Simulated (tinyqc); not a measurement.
Abrupt p-n junction, non-linear Poisson equation by Newton steps: one step of the calculation.

One dimension, p side on the left, n side on the right; net doping C = -Na for x < 0 and +Nd for x > 0. The potential psi is counted from the intrinsic level, and the quasi-Fermi potentials are flat: 0 for holes and -V for electrons, so n = ni exp((psi + V)/Vt) and p = ni exp(-psi/Vt) (Boltzmann statistics, full ionisation, no current).

Task. Newton step. Solve the tridiagonal system a_(i-1) d_(i-1) + b_i d_i + a_i d_(i+1) = -F_i for nodes 1 to 11, with d = 0 on fixed nodes. Each component d is damped to sign(d) Vt ln(1 + |d|/Vt) before it is added.

Parameters, values chosen for the exercise:
- T = 300 K (temperature)

Constants: q = 1.602176634e-19 C, kB = 1.380649e-23 J/K, Vt = kB T/q. Results are converted to the units shown.

coupling a_i, interval 0 to 11 (F/cm^2): [1.0709856e-8, 2.9320425e-8, 7.9917155e-8, 2.2026428e-7, 6.0423849e-7, 1.6560611e-6, 1.4588466e-6, 1.2830315e-6, 1.1319911e-6, 1.0048011e-6, 8.8541878e-7, 7.7762867e-7]
diagonal b, node 1 to 11 (F/cm^2): [-2.3324483e-7, -1.0923758e-7, -3.0126987e-7, -1.0332548e-6, -3.0984038e-6, -4.1779116e-6, -4.2032477e-6, -4.0738444e-6, -4.0109150e-6, -4.0097635e-6, -4.0726339e-6]
residual F, node 1 to 11 (C/cm^2): [-1.4633780e-8, -2.5484796e-17, -2.8138232e-11, -5.3966583e-9, -2.5603219e-8, -2.1223600e-8, -7.1888865e-9, ~0, ~0, ~0, ~0]
psi at the start, node 0 to 12 (V): [-0.58275033, -0.53131287, 0.06389517, 0.44942818, 0.61149414, 0.67351030, 0.69415162, 0.69907941, 0.69907941, 0.69907941, 0.69907941, 0.69907941, 0.69907941]

Find: Newton step d, before damping; psi after iteration 1.

Result.

Newton step d, before damping, node 1 to 11 (V): [-0.067574, -0.038457, -0.027775, -0.023908, -0.021827, -0.016654, -0.008369, -0.002877, -0.000869, -0.000229, -0.000050]
psi after iteration 1, node 0 to 12 (V): [-0.58275, -0.56453, 0.04034, 0.43057, 0.59457, 0.65769, 0.68130, 0.69183, 0.69635, 0.69822, 0.69885, 0.69903, 0.69908]

Numbers from tinyqc (`OMP_NUM_THREADS=1 python tinyqc.py 2000119 2000120 out.jsonl`; about 0.02 s on one thread of a shared Intel Xeon 2.30GHz).

~0 in a residual or rate marks an entry under 1e-11 of the largest of its column.
